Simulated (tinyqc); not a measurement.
Coherent transport through a tight-binding region between two chains, step by step. Computed by tinyqc, a small Python program that keeps every step. Settings: temperature = 300, mu = 0.08. Command: `OMP_NUM_THREADS=1 python tinyqc.py 28935 28936 out.jsonl` (the two numbers bound the seeds that draw the settings). One thread of a shared host (Intel(R) Xeon(R) Processor @ 2.60GHz), about 0.09 s of CPU time with the checks.

## Transmission at E = 0.67 eV

H of the central region (eV), lower triangle:
```
           1          2          3          4          5         6
1   0.620000
2  -1.330000   0.750000
3   0.000000  -1.330000   0.330000
4   0.000000   0.000000  -1.330000  -0.350000
5   0.000000   0.000000   0.000000  -1.330000  -0.520000
6   0.000000   0.000000   0.000000   0.000000  -1.330000  0.230000
```

Leads: semi-infinite chains with site energy 0:
```
parameter                           value
lead hopping t (eV)              1.860000
coupling to the left lead (eV)   1.330000
coupling to the right lead (eV)  1.460000
left contact site                       1
right contact site                      6
```

E = 0.670000 eV

Surface Green function g = (E - i sqrt(4 t^2 - E^2)) / (2 t^2); self-energy tc^2 g on each contact site; G = (E - H - Sigma)^(-1); Gamma = -2 Im Sigma; T = Gamma_L Gamma_R |G_LR|^2; local density of states -Im G_ii / pi.

g = 0.096832-0.528842i 1/eV

G (1/eV), lower triangle:
```
                     1                    2                    3                    4
1  -0.084322-0.379065i
2   0.477571+0.024741i   0.060953-0.333648i
3   0.113048+0.380553i   0.277975-0.044810i  -0.096328-0.383248i
4  -0.506470-0.122025i  -0.132014+0.345104i   0.498530+0.142783i   0.004570-0.381604i
5   0.275373-0.286970i  -0.176731-0.219856i  -0.286003+0.273745i   0.249845+0.149876i
6   0.260084+0.378788i   0.290142-0.148390i  -0.242632-0.387713i  -0.228116+0.247505i

                    5                    6
5  0.094393-0.388688i
6  0.417578+0.197897i  -0.145507-0.424571i
```

local density of states (1/eV): 0.120660  0.106204  0.121992  0.121468  0.123723  0.135145

transmission = 0.890551

## Transmission across the band

The same steps on a grid of energies.

T(E):
```
E (eV)              T
-3.53400000  0.000029
-3.18060000  0.000493
-2.82720000  0.010074
-2.47380000  0.180396
-2.12040000  0.117674
-1.76700000  0.266865
-1.41360000  0.857151
-1.06020000  0.907495
-0.70680000  0.846618
-0.35340000  0.971039
0.00000000   0.971357
0.35340000   0.883874
0.70680000   0.897004
1.06020000   0.975979
1.41360000   0.989331
1.76700000   0.793828
2.12040000   0.401471
2.47380000   0.213478
2.82720000   0.142044
3.18060000   0.007116
3.53400000   0.000256
```

levels of the isolated region (eV): -2.497372  -1.359944  -0.354177  0.846342  1.726997  2.698154

## Current

I = (2e/h) int T(E) [f(E - mu - V/2) - f(E - mu + V/2)] dE at 300 K with mu = 0.08 eV, the bias not changing H; 2e^2/h = 77.48092 microsiemens; the integral runs over the band on 4001 points.

Current:
```
V (volt)  I (microampere)
0.010000         0.735293
0.050000         3.676404
0.100000         7.352433
0.200000        14.701727
0.400000        29.374213
0.800000        58.429304
```
